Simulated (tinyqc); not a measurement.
Inside a calculation. Method: Pariser-Parr-Pople SCF with singles CI, for the molecule c1ccc2cccc-2cc1 (SMILES; centres numbered as the heavy atoms are written). One step of it, computed by the program tinyqc.

Problem. Iteration 1: orbitals and new P. Diagonalise F (the basis is taken as orthonormal) and form P = 2 sum c c over the lowest orbitals; 0.5 of the old P is kept.

F (eV):
```
            1C         2C         3C         4C         5C         6C         7C         8C
1C   -6.423877  -4.097954  -0.269201   0.351991  -0.021148  -0.195168  -0.021148   0.351991
2C   -4.097954  -6.439342  -4.164690  -0.021107   0.321121  -0.020307  -0.232333   0.110935
3C   -0.269201  -4.164690  -5.925349  -3.955463  -0.021430   0.318692   0.099943  -0.325364
4C    0.351991  -0.021107  -3.955463  -5.322736  -3.982187   0.150440   0.467305  -3.461633
5C   -0.021148   0.321121  -0.021430  -3.982187  -4.799333  -4.143205   0.405800   0.467305
6C   -0.195168  -0.020307   0.318692   0.150440  -4.143205  -4.469188  -4.143205   0.150440
7C   -0.021148  -0.232333   0.099943   0.467305   0.405800  -4.143205  -4.799333  -3.982187
8C    0.351991   0.110935  -0.325364  -3.461633   0.467305   0.150440  -3.982187  -5.322736
9C   -0.269201   0.392786   0.299770  -0.325364   0.099943   0.318692  -0.021430  -3.955463
10C  -4.097954  -0.049522   0.392786   0.110935  -0.232333  -0.020307   0.321121  -0.021107

            9C        10C
1C   -0.269201  -4.097954
2C    0.392786  -0.049522
3C    0.299770   0.392786
4C   -0.325364   0.110935
5C    0.099943  -0.232333
6C    0.318692  -0.020307
7C   -0.021430   0.321121
8C   -3.955463  -0.021107
9C   -5.925349  -4.164690
10C  -4.164690  -6.439342
```

pi electrons, sum of z_r less the charge = 10

P at the start:
```
            1C         2C         3C         4C         5C         6C         7C         8C
1C    0.870001   0.638899   0.142691  -0.217049   0.017140   0.176598   0.017140  -0.217049
2C    0.638899   0.986447   0.664039   0.011190  -0.226883   0.017140   0.186432  -0.068408
3C    0.142691   0.664039   0.854946   0.585798   0.011190  -0.217049  -0.068408   0.172482
4C   -0.217049   0.011190   0.585798   1.027428   0.595632  -0.074358  -0.231000   0.400945
5C    0.017140  -0.226883   0.011190   0.595632   1.172879   0.656039  -0.200638  -0.231000
6C    0.176598   0.017140  -0.217049  -0.074358   0.656039   1.046600   0.656039  -0.074358
7C    0.017140   0.186432  -0.068408  -0.231000  -0.200638   0.656039   1.172879   0.595632
8C   -0.217049  -0.068408   0.172482   0.400945  -0.231000  -0.074358   0.595632   1.027428
9C    0.142691  -0.242189  -0.184853   0.172482  -0.068408  -0.217049   0.011190   0.585798
10C   0.638899   0.026246  -0.242189  -0.068408   0.186432   0.017140  -0.226883   0.011190

            9C        10C
1C    0.142691   0.638899
2C   -0.242189   0.026246
3C   -0.184853  -0.242189
4C    0.172482  -0.068408
5C   -0.068408   0.186432
6C   -0.217049   0.017140
7C    0.011190  -0.226883
8C    0.585798   0.011190
9C    0.854946   0.664039
10C   0.664039   0.986447
```

Give: orbital energies; P after iteration 1.

Solution.

orbital energies (eV): [-14.1792, -12.4335, -11.8291, -9.3754, -8.2354, -3.0834, -2.0982, 0.6348, 2.2513, 2.4815]

P after iteration 1:
```
          1C       2C       3C       4C       5C       6C       7C       8C
1C    0.8971   0.6417   0.1207  -0.2245   0.0257   0.1807   0.0257  -0.2245
2C    0.6417   1.0059   0.6593  -0.0034  -0.2308   0.0098   0.1907  -0.0449
3C    0.1207   0.6593   0.8709   0.5958   0.0191  -0.2239  -0.0897   0.1843
4C   -0.2245  -0.0034   0.5958   1.0214   0.6025  -0.0496  -0.2397   0.3632
5C    0.0257  -0.2308   0.0191   0.6025   1.1419   0.6555  -0.1678  -0.2397
6C    0.1807   0.0098  -0.2239  -0.0496   0.6555   1.0226   0.6555  -0.0496
7C    0.0257   0.1907  -0.0897  -0.2397  -0.1678   0.6555   1.1419   0.6025
8C   -0.2245  -0.0449   0.1843   0.3632  -0.2397  -0.0496   0.6025   1.0214
9C    0.1207  -0.2446  -0.1559   0.1843  -0.0897  -0.2239   0.0191   0.5958
10C   0.6417   0.0007  -0.2446  -0.0449   0.1907   0.0098  -0.2308  -0.0034

          9C      10C
1C    0.1207   0.6417
2C   -0.2446   0.0007
3C   -0.1559  -0.2446
4C    0.1843  -0.0449
5C   -0.0897   0.1907
6C   -0.2239   0.0098
7C    0.0191  -0.2308
8C    0.5958  -0.0034
9C    0.8709   0.6593
10C   0.6593   1.0059
```
